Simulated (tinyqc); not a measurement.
## Trap depth and cross-section from two peaks

Problem. A DLTS peak lies where ew = sn g T^2 exp(-Et/kB T), g = vth Nc/(300 K)^2. Find Et and sn.

Values chosen for this exercise:
- Nc = 1.71e19 cm^-3 (conduction-band density of states at 300 K)
- vth = 1.9e7 cm/s (thermal velocity at 300 K)

Constants: q = 1.602176634e-19 C, kB = 1.380649e-23 J/K. Results are converted to the units shown.

peak temperatures for ew = 20 and 1000 1/s (K): 205.25762  241.75411

Answer. The slope of ln(ew/T^2) against q/kB T is -Et, and the intercept is ln(sn g).

Et = 0.4200 eV
sn = 2.700e-15 cm^2

tinyqc, about 0.01 s, one thread, Intel Xeon 2.30GHz (shared host): `OMP_NUM_THREADS=1 python tinyqc.py 2050030 2050031 out.jsonl`
